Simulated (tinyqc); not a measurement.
Drifting, spreading and decaying minority pulse (Haynes-Shockley), Crank-Nicolson time steps: one step of the calculation.

Low injection in a uniform field: dn/dt = D d2n/dx2 - v dn/dx - n/tau with D = mu Vt and v = mu F towards +x. Exact solution on an infinite bar for a Gaussian start at x0: n = N0 exp(-t/tau) exp(-(x - x0 - v t)^2/(2 s^2))/sqrt(2 pi s^2), s^2 = s0^2 + 2 D t.

Question. Densities after a time step. (L n)_i = a n_(i-1) + b n_i + c n_(i+1), n = 0 beyond the ends. Crank-Nicolson step: solve n(new) - L n(new)/2 = n + L n/2.

a = 0.90095928
b = -1.0402063
c = 0.055610704

```
node,n at t = 1 dt (1e13 cm^-3)
1,0.0430045
2,0.2333739
3,0.6924620
4,1.2351407
5,1.3631992
6,0.9647387
7,0.4650405
8,0.1696167
9,0.0534524
10,0.0160713
11,0.0047924
12,0.0014203
```

Give: n at t = 2 dt.

Answer.

```
node,n at t = 2 dt (1e13 cm^-3)
1,0.020
2,0.112
3,0.357
4,0.745
5,1.054
6,1.043
7,0.753
8,0.419
9,0.193
10,0.079
11,0.030
12,0.011
```

tinyqc, about 0.01 s, one thread, Intel Xeon 2.30GHz (shared host): `OMP_NUM_THREADS=1 python tinyqc.py 2310113 2310114 out.jsonl`
